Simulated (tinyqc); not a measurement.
## Ellipsometry and reflectance of a transparent film on an absorbing substrate: psi and Delta against the film thickness

Air (index 1), film, substrate with N2 = n2 - i k2; time factor exp(+i w t). q_j = sqrt(N_j^2 - sin^2 th), root with positive real part. Fresnel coefficients r_s = (q_a - q_b)/(q_a + q_b), r_p = (N_b^2 q_a - N_a^2 q_b)/(N_b^2 q_a + N_a^2 q_b). tan(Psi) exp(i Delta) = R_p/R_s, Delta taken from 0 to 360 degrees.

beta = 2 pi d q1/lam, X = exp(-2 i beta), R = (r01 + r12 X)/(1 + r01 r12 X) for p and s. The last column is the derivative of Delta.

Parameters, values chosen for the exercise; indices close to those of a porous low-k film on silicon:
- lam = 632.8 nm (wavelength)
- th = 60 degrees (angle of incidence)
- n1 = 1.29 (index of the transparent film)
- n2 = 3.882 (index of the substrate)
- k2 = 0.019 (extinction coefficient of the substrate)

Psi and Delta against the film thickness:

| d (nm) | Psi (degrees) | Delta (degrees) | \|R_p\|^2 | \|R_s\|^2 | dDelta/dd (degrees/nm) |
|---|---|---|---|---|---|
| 0 | 23.378 | 179.72 | 0.10981 | 0.58766 | -0.81024 |
| 37 | 25.017 | 151.55 | 0.12191 | 0.55979 | -0.67004 |
| 73 | 29.373 | 132.81 | 0.14990 | 0.47318 | -0.34781 |
| 110 | 37.077 | 128.73 | 0.18038 | 0.31588 | 0.17629 |
| 147 | 49.019 | 152.53 | 0.19908 | 0.15023 | 1.2308 |
| 183 | 49.207 | 206.46 | 0.19919 | 0.14834 | 1.2534 |
| 220 | 37.238 | 230.92 | 0.18066 | 0.31270 | 0.18796 |
| 257 | 29.457 | 227.16 | 0.15025 | 0.47104 | -0.34182 |
| 293 | 25.059 | 208.59 | 0.12216 | 0.55880 | -0.66662 |
| 330 | 23.378 | 180.48 | 0.10982 | 0.58765 | -0.81019 |

Psi goes from 23.4 through a maximum of 49.2 (at d = 183 nm among the rows listed) to 23.4 degrees. The period is 330.9 nm, after which Psi and Delta return to the values of the bare substrate, so one angle and wavelength fix d only up to a multiple of it. The size of the slope of Delta runs from 0.176 to 1.25 degrees/nm among the rows; Delta is counted modulo 360 degrees, and sharper features can lie between the rows.

Numbers from tinyqc (`OMP_NUM_THREADS=1 python tinyqc.py 2870177 2870178 out.jsonl`; about 0.01 s on one thread of a shared Intel Xeon 2.30GHz).
